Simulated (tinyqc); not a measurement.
Wannier functions of a composite (isolated) pair of valence bands (bonds of an sp chain): sweeps and comparisons. A value that a table varies takes the place of the one given here.

Each atom has a hybrid pointing left (<) and right (>). H(k): diagonal +V3 on A, -V3 on B; <A<|A>> = -V1a, <B<|B>> = -V1b, <A>|B<> = -V2, <B>|A<> = -V2p exp(ik); k in 1/a, Bloch sums with exp(ikR). The two lowest bands are filled. Trial functions in cell 0: g1 = cos(c) A> + sin(c) B<, and g2 = sin(c) B> + cos(c) A< of cell 1, whose Bloch vector has cos(c) exp(-ik) on A<. Projection A_mn = <psi_m|g_n>, S = A^+ A, Loewdin U = A S^(-1/2), Bloch-like states w_n = sum_m psi_m U_mn, H_W(k) = U^+ diag(E) U. P = sum_m |psi_m><psi_m| is free of phase choices, and S = g^+ P g, w = P g S^(-1/2).

Values chosen for the exercise:
- V2 = 3.07 eV (coupling in the bond A-B inside the cell)
- V2p = 2.85 eV (coupling in the bond to the next cell)
- V1a = 1.59 eV (coupling of the two hybrids on A)
- V1b = 1.31 eV (the same on B)
- V3 = 2.15 eV (A at +V3, B at -V3)
- xb = 0.54 a (position of B (A at 0))
- c = 55 degrees (trial bonds cos(c) on A, sin(c) on B)

## Choice of the trial bonds

N = 12; centres and spreads in real space with point-like hybrids at R and R + xb; smallest eigenvalue of S over the mesh.

Trial angle:
```
c (deg)  smallest S  centre 1 (a)  centre 2 (a)  sum of centres  total spread (a^2)  H_12(R = 0), mean over k (eV)
15            0.324        0.4148        0.6386          1.0535              0.0970                        -1.0238
30            0.582        0.4148        0.6386          1.0535              0.0959                        -1.0198
45            0.817        0.4149        0.6386          1.0535              0.0955                        -1.0166
55            0.930        0.4149        0.6386          1.0535              0.0953                        -1.0147
65            0.947        0.4149        0.6386          1.0535              0.0952                        -1.0128
75            0.843        0.4149        0.6386          1.0535              0.0952                        -1.0107
85            0.698        0.4149        0.6386          1.0535              0.0952                        -1.0085
```

The sum of the centres stays at 1.0535 a within 0.0000: it gives the electronic polarisation, modulo a, and is fixed by the filled space. Single centres move by less than 0.0001 a here and H_12(0), a matter of gauge, moves by 15 meV. The total spread runs only from 0.0952 to 0.0970 a^2, so the orthogonalisation repairs even poor trials; the projection is best at c = 65 degrees among these rows, and the two bonds, isolated, have c = 63 and 64.

## Interpolating the pair or each band alone

Largest error on 25 points from 0 to pi. Pair: diagonalise the Hermitian part of sum_R exp(ikR) H(R) over the N cells nearest the origin, with H(R) the mean of exp(-ikR) H_W(k) on the mesh k = 2 pi j/N. Alone: the cosine series of each sorted band on the same mesh.

Errors (meV):
```
N       pair  each band alone
3   13.70259         54.01236
4    0.59224          7.55487
5    0.70003          9.86900
6    0.03461          1.37633
8    0.00354          0.34213
10   0.00033          0.07897
14   0.00000          0.00479
```

smallest spacing of the two filled bands = 1.3520 eV

At N = 6 the pair errs by 0.035 meV and the single bands by 1.4; at N = 10, 0.00033 against 0.079. Both fall exponentially: the pair at a rate tied to the gap to the empty bands (4.42 eV), the single bands at a slower one tied to their own spacing (1.352 eV at the closest). Not every column falls at every step, since even meshes hold k = pi and odd ones do not.

## What each parameter does

N = 12: centres, total spread (point-like hybrids at R and R + xb) and H_12(0). Each row changes one parameter from the base and keeps the others.

Results:
```
case           centre 1 (a)  centre 2 (a)  total spread (a^2)  H_12(0) (eV)
base                 0.4149        0.6386              0.0953       -1.0147
V2 = 3.47 eV         0.4024        0.6374              0.0979       -1.0002
V2p = 3.25 eV        0.4165        0.6504              0.0972       -1.0000
V1a = 1.79 eV        0.4124        0.6406              0.0975       -1.0089
V1b = 1.51 eV        0.4146        0.6384              0.0973       -1.1679
V3 = 2.55 eV         0.4338        0.6228              0.0831       -1.0617
xb = 0.59 a          0.4530        0.6775              0.0980       -1.0147
```

The largest shifts from the base row, up to three for each result and ties (the steps differ in size, so this ranks the rows, not the parameters). centre 1 (a): xb +0.0382, V3 +0.0190, V2 -0.0125. centre 2 (a): xb +0.0389, V3 -0.0159, V2p +0.0118. total spread (a^2): V3 -0.0122, xb +0.0027, V2 +0.0026. H_12(0) (eV): V1b -0.1532, V3 -0.0470, V2p +0.0147; unchanged at the printed digits by xb.

Program tinyqc; command `OMP_NUM_THREADS=1 python tinyqc.py 1451361 1451362 out.jsonl`; about 0.2 s on one thread of a shared Intel(R) Xeon(R) Processor @ 2.30GHz.
